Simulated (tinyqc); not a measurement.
Plane-wave Kohn-Sham cycle with exchange-only LDA in a layered model solid, step by step. One step of it, computed by the program tinyqc.

Problem. Iteration 2: potential. V_H(G) = 4 pi rho(G)/G^2 for G != 0 (uniform background); v_x = -(3 rho/pi)^(1/3); V = V_ext + V_H + v_x; Fourier components f(G_m) = (1/N) sum_j f(x_j) exp(-i G_m x_j).

A solid whose potential varies along x alone (atomic units):
```
parameter                      value
period a                   12.400000
cross-section of the cell  18.000000
electrons per cell                 4
grid points                       16
plane waves -n..n, n               3
k points                           4
V1 in V1 cos(2 pi x/a)     -0.620000
```

density after iteration 1 (e/bohr^3): [0.03382479, 0.03731465, 0.03710809, 0.02506137, 0.01184236, 0.00561735, 0.00401127, 0.00369122, 0.00362094, 0.00369122, 0.00401127, 0.00561735, 0.01184236, 0.02506137, 0.03710809, 0.03731465]

Give: Potentials on the grid; V(G_m), m = 0, 1, 2, ....

Solution.

Potentials on the grid (hartree):
```
x          V_ext      V_H      v_x        V
0.0000   -0.6200   0.9577  -0.3185   0.0192
0.7750   -0.5728   0.8950  -0.3291  -0.0069
1.5500   -0.4384   0.6884  -0.3285  -0.0785
2.3250   -0.2373   0.3452  -0.2882  -0.1802
3.1000         0  -0.0513  -0.2245  -0.2758
3.8750    0.2373  -0.4068  -0.1751  -0.3445
4.6500    0.4384  -0.6722  -0.1565  -0.3903
5.4250    0.5728  -0.8334  -0.1522  -0.4128
6.2000    0.6200  -0.8873  -0.1512  -0.4185
6.9750    0.5728  -0.8334  -0.1522  -0.4128
7.7500    0.4384  -0.6722  -0.1565  -0.3903
8.5250    0.2373  -0.4068  -0.1751  -0.3445
9.3000         0  -0.0513  -0.2245  -0.2758
10.0750  -0.2373   0.3452  -0.2882  -0.1802
10.8500  -0.4384   0.6884  -0.3285  -0.0785
11.6250  -0.5728   0.8950  -0.3291  -0.0069
```

V(G_m), m = 0, 1, 2, ... (hartree): [-0.2361, 0.1096, 0.0188, 0.0002, -0.0008, -0.0006, 0.0002]
